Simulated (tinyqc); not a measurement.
Velocity overshoot from momentum and energy balance equations after a field step. Changing the field after the step F. Computed by tinyqc, a small Python program. Command: `OMP_NUM_THREADS=1 python tinyqc.py 3007838 3007839 out.jsonl overshoot sweep`. One thread of a shared host (Intel(R) Xeon(R) Processor @ 2.30GHz), about 0.02 s of CPU time with the checks.

At t = 0 the field jumps from 0 to F in a uniform sample. v is the drift velocity and u = w - (3/2) k_B T the excess energy per carrier.

Inputs (values chosen for the exercise, modelled on electrons in strained silicon except for tau_E):
```
quantity                      value        unit
effective mass m                0.2         m_0
low-field mobility mu_0        2700  cm^2/(V s)
saturation velocity v_s         1.1    1e7 cm/s
energy relaxation time tau_E   0.43          ps
lattice temperature T           300           K
time step dt                     14          fs
```

Scheme: explicit Euler.

Constants: m_0 = 9.1093837015e-31 kg; e = 1.602176634e-19 C; k_B = 8.617333262e-05 eV/K.

Method:
- dv/dt = e F/m - v/tau_m(u), du/dt = e F v - u/tau_E, tau_m(u) = tau_0/(1 + c u), tau_0 = m mu_0/e, c = mu_0/(e tau_E v_s^2); this choice gives the steady state v (1 + mu_0 F v/v_s^2) = mu_0 F, which saturates at v_s. Steady velocity v = 2 mu_0 F/(1 + sqrt(1 + 4 (mu_0 F/v_s)^2)); u = e F v tau_E; carrier temperature T + 2u/(3 k_B), neglecting the drift energy m v^2/2.
- Step: v_new = v + dt (e F/m - v/tau_m(u)), u_new = u + dt (e F v - u/tau_E). Start v = u = 0; the distance adds dt (v + v_new)/2.
- Run to 8 times the larger of tau_E and tau_0, but at most 20001 steps, and stop early if |v| > 1000 v_s or u < -1/(2c); the run is accepted if the last v is within 0.5 % of the steady value.

One run for each value; columns: (1) field after the step F (kV/cm); (2) peak over steady velocity; (3) peak velocity (1e7 cm/s); (4) steady velocity (1e7 cm/s); (5) time of the peak (fs); (6) distance at the peak (nm):
```
(1)     (2)    (3)     (4)   (5)    (6)
0.38  1.000  0.102  0.1017  2954  27.07
0.54  1.000  0.143  0.1433  2394  30.20
0.78  1.001  0.204  0.2034  1890  32.87
1.10  1.004  0.279  0.2780  1484  34.21
1.60  1.016  0.386  0.3804  1134  34.79
2.40  1.048  0.534  0.5092   840  34.09
3.40  1.102  0.687  0.6233   644  32.41
5.00  1.199  0.887  0.7396   490  30.85
7.20  1.328  1.105  0.8320   378  28.89
```

Describe and explain the trends.

Over the rows, peak over steady velocity rises from 1.00 to 1.33 (exponent d ln y / d ln x 4.0e-4 between the first rows and 0.28 between the last); peak velocity (1e7 cm/s) rises from 0.102 to 1.10 (exponent d ln y / d ln x 0.98 between the first rows and 0.60 between the last); steady velocity (1e7 cm/s) rises from 0.102 to 0.832 (exponent d ln y / d ln x 0.98 between the first rows and 0.32 between the last). At the low end the exponent of steady velocity is 0.98, close to 1: Ohm's law. Overshoot passes 10 % between 2.40 and 3.40 kV/cm; the knee field v_s/mu_0 is 4.07 kV/cm.

Extremes, crossings and ranges named in words are read from the listed rows.
